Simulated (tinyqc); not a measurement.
Worked calculation: deformation-potential model of the L valleys of a conduction band. Values are carried at full precision from step to step, so a last printed digit may differ when a step is redone from the rounded ones.

s11 = (C11 + C12)/((C11 - C12)(C11 + 2 C12)), s12 = -C12/((C11 - C12)(C11 + 2 C12)), s44 = 1/C44; exx = s11 sxx + s12 (syy + szz) and cyclic, exy = s44 sxy/2; tension is positive. A uniaxial stress X along the unit vector n is s_ij = X n_i n_j.

Constants: kB = 8.617333262e-05 eV/K; hbar^2/2m0 = 3.80998211 eV angstrom^2.

Parameters, chosen for this exercise (near those of Ge; the results hold for these values, not for the real material): C11 = 129.3 GPa; C12 = 48.5 GPa; C44 = 67.1 GPa; load = uniaxial [110] (kind of stress); X = 0.71 GPa (stress); Xd = -6.24 eV (dilation potential); Xu = 15.56 eV (uniaxial potential); T = 350 K (temperature); ml = 1.638 m0 (longitudinal mass); mt = 0.079 m0 (transverse mass).

## Strain from a uniaxial [110] stress

Form the compliances and the strain.

s11, s12, s44 (1/TPa): 9.7238  -2.6524  14.9031

strain tensor:
```
          x         y          z
x  0.002510  0.002645   0.000000
y  0.002645  0.002510   0.000000
z  0.000000  0.000000  -0.001883
```

## Valley shifts

Valleys with axes along [111], [1-1-1], [-11-1] and [-1-11], one whole valley each. Herring-Vogt shift of a valley with unit axis a: dE = Xd tr(e) + Xu a.e.a. Non-degenerate shares n_i = exp(-dE_i/kT)/sum_j exp(-dE_j/kT). Inverse mass tensor of a valley: (1 - a a)/mt + a a/ml; the masses are taken as independent of strain.

Apply the Herring-Vogt formula to each valley.

Xd tr(e) = -19.58 meV

a.e.a: [111] 0.002809, [1-1-1] -0.000718, [-11-1] -0.000718, [-1-11] 0.002809

shifts dE (meV): [111] 24.14, [1-1-1] -30.75, [-11-1] -30.75, [-1-11] 24.14

The lowest valleys are [1-1-1] and [-11-1], 54.9 meV below the highest; the mean shift over all valleys is (Xd + Xu/3) tr(e) = -3.30 meV.

## Shares of the electrons

Boltzmann factors of the shifts.

kT = 30.161 meV

shares: [111] 0.0697, [1-1-1] 0.4303, [-11-1] 0.4303, [-1-11] 0.0697

effective number of valley axes, 1/(largest share) = 2.324

## Conductivity mass tensor

With one scattering time for all valleys the conductivity goes as M = sum_i n_i (inverse mass tensor of valley i); along the unit vector u, 1/m_c = u.M.u. Without stress 1/m_c = (1/ml + 2/mt)/3. Take u along [1-10].

M (1/m0):
```
       x      y      z
x  8.642  2.896  0.000
y  2.896  8.642  0.000
z  0.000  0.000  8.642
```

m_c along [1-10] = 0.1740 m0
m_c without stress = 0.1157 m0

The repopulation alone changes the mobility along [1-10] by -33.5 %; with all electrons in the valleys lightest or heaviest along this direction it would change by +46 or -46 %.

## Effective density of states

Each of the 4 whole valleys has m_d = (ml mt^2)^(1/3) and N = 2 (m_d kT/(4 pi c))^(3/2), c = hbar^2/2m0. Counted from the lowest edge, Nc = N x sum_i exp(-(dE_i - dE_min)/kT). 1 angstrom^-3 = 1e24 cm^-3.

m_d = 0.2170 m0
N of one valley = 3.197e+18 cm^-3
Nc under stress = 7.431e+18 cm^-3
Nc without stress = 1.279e+19 cm^-3

## Piezoresistance from repopulation

For small stress d(rho)/rho = pi X. For valleys on the <111> axes pi11 = pi12 = 0 and pi44 = -Xu s44/(3 kT) x (K - 1)/(2K + 1), K = ml/mt. For stress along [110]: pi_l = (pi11 + pi12 + pi44)/2 with the current along it and pi_t = (pi11 + pi12 - pi44)/2 with the current along [1-10]. 1/GPa = 100 x 1e-11/Pa.

K = 20.734

pi11, pi12, pi44 (1e-11/Pa): 0.0  0.0  -119.1

pi_l, pi_t for [110] (1e-11/Pa): -59.5  59.5

Only the transfer between valleys is counted; changes of mass and of intervalley scattering add to it in a real crystal.

## Checks

- Conductivity mass at zero stress against 3/(1/ml + 2/mt): both 0.1157097.
- Piezoresistance coefficients by finite differences against the closed form: largest difference 2.3e-09.

Program tinyqc; command `OMP_NUM_THREADS=1 python tinyqc.py 1081416 1081417 out.jsonl`; about 0.05 s on one thread of a shared Intel(R) Xeon(R) Processor @ 2.30GHz.
